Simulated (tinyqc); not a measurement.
# Changing the spread sigma_f

Model: hydrogen passivation of interface dangling bonds: competing passivation and dissociation with distributed barriers. Computed by tinyqc, a small Python program. Command: `OMP_NUM_THREADS=1 python tinyqc.py 3026325 3026326 out.jsonl passiv sweep`. One thread of a shared host (Intel(R) Xeon(R) Processor @ 2.30GHz), about 0.1 s of CPU time with the checks.

P_b + H2 gives P_bH + H at the rate k_f [H2]; P_bH gives P_b + H at the rate k_d. All defects start unpassivated. E_f and E_d are Gaussian and independent.

Inputs (values chosen for the exercise, close to those used for P_b centres at the silicon-oxide interface):

| quantity | value | unit |
|---|---|---|
| defect density N0 | 1.3e+12 | 1/cm^2 |
| passivation prefactor k_f0 | 1.6e-07 | cm^3/s |
| mean passivation barrier E_f | 1.57 | eV |
| dissociation prefactor k_d0 | 2.4e+12 | 1/s |
| mean dissociation barrier E_d | 2.84 | eV |
| spread sigma_d | 0.068 | eV |
| H2 in the oxide per atm, solubility factor | 1.3e+18 | 1/(cm^3 atm) |
| hydrogen pressure p | 0.1 | atm |
| anneal temperature T | 300 | C |
| anneal time t | 270 | s |
| oxide thickness | 1.6 | nm |

Constants: k_B = 8.617333262e-05 eV/K; e = 1.602176634e-19 C; eps_0 = 8.8541878128e-12 F/m.

Method:
- [H2] = solubility factor x p; a = k_f0 [H2] exp(-E_f/(k_B T)), d = k_d0 exp(-E_d/(k_B T)). For one pair of barriers the active share is y = [d + a exp(-(a + d) t)]/(a + d).
- Temperatures in kelvin are T(C) + 273.15.
- Average y over both Gaussians with 40 x 40 Gauss-Hermite points.
- Active density N0 y; threshold shift if each active defect holds one charge, e N0 y t_ox/(3.9 eps_0).
- Minimise the averaged y over T between 150 and 900 C: find where ln y is equal at T - 0.05 and T + 0.05 C; T is rounded to 0.1 C.

One run for each value:

| spread sigma_f (eV) | active share y | best temperature (C) | least active share |
|---|---|---|---|
| 0.005 | 0.91543 | 418.4 | 1.2842e-07 |
| 0.020 | 0.90968 | 434.3 | 2.1659e-07 |
| 0.040 | 0.89047 | 464.0 | 5.6794e-07 |
| 0.060 | 0.85918 | 494.5 | 1.5257e-06 |
| 0.080 | 0.82231 | 523.5 | 3.9513e-06 |
| 0.100 | 0.78656 | 550.5 | 9.7677e-06 |
| 0.130 | 0.74092 | 586.6 | 3.4921e-05 |
| 0.160 | 0.70595 | 616.6 | 1.1385e-04 |

What does the table show, and why?

Over the rows, active share y falls from 0.915 to 0.706 (exponent d ln y / d ln x -0.0045 between the first rows and -0.23 between the last); best temperature (C) rises from 418 to 617 (exponent d ln y / d ln x 0.027 between the first rows and 0.24 between the last); least active share rises from 1.28e-7 to 1.14e-4 (exponent d ln y / d ln x 0.38 between the first rows and 5.7 between the last). The hardest defects set the temperature needed, and a hotter anneal has a higher dissociation floor.

Caution (all rows): a least active share below 1e-3 is a property of the model; measured passivation levels off well above it. Caution (all rows): atomic hydrogen, which both passivates and depassivates, and further passivation during cooling are left out.

Extremes, crossings and ranges named in words are read from the listed rows.
